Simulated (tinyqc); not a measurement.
Active against total: solid solubility of a dopant against its melt (retrograde solidus), clustering and the electrically active fraction. Computed by tinyqc, a small Python program. Command: `OMP_NUM_THREADS=1 python tinyqc.py 3004320 3004321 out.jsonl retro walk`. One thread of a shared host (Intel(R) Xeon(R) Processor @ 2.30GHz), about 0.01 s of CPU time with the checks.

Inputs (values chosen for the exercise, of the order of those of copper in silicon for the solubility):
```
quantity                                      value    unit
atoms per cluster m                               4       -
cluster scale N* at 1273 K                  2.8e+20  1/cm^3
activation energy E_b of the cluster scale     0.52      eV
anneal temperature T_a                         1150       K
```

Clustering: clusters of m atoms, electrons left out.

Constants: k_B = 8.617333262e-05 eV/K.

Method. A highly soluble donor (another dopant than that of the solidus) is limited by clustering. Donors N_a are active, and clusters hold m atoms each: N_t = N_a + m C, m C = N* (N_a/N*)^m, with N*(T) = N*(1273 K) exp[-(E_b/k_B)(1/T - 1/1273)].

Active density (1/cm^3):
```
N_t (1/cm^3)  N_a at T_a  fraction  N_a at T_a + 150 K  N_a at T_a - 150 K
1.00e+19      9.9979e+18   0.99979          9.9997e+18          9.9781e+18
3.00e+19      2.9835e+19   0.99449          2.9973e+19          2.8534e+19
1.00e+20      8.7679e+19   0.87679          9.6999e+19          6.3669e+19
2.00e+20      1.3359e+20   0.66796          1.7101e+20          8.4936e+19
5.00e+20      1.9549e+20   0.39098          2.8288e+20          1.1488e+20
1.00e+21      2.4529e+20   0.24529          3.6931e+20          1.4042e+20
2.00e+21      3.0048e+20   0.15024          4.6154e+20          1.6963e+20
5.00e+21      3.8570e+20   0.07714          6.0020e+20          2.1568e+20
```

The exponent d ln N_a/d ln N_t falls from 1.00 to 0.27, towards 1/m = 0.250. At the highest dose a 150 K hotter anneal gives 1.56 times the active density, and a later step 150 K cooler would cut it to 0.56 if it ran to equilibrium: short hot anneals come last. For ionised donors far above n_i the electrons enter the mass action too and halve the limiting exponent.

Extremes, crossings and ranges named in words are read from the listed rows.
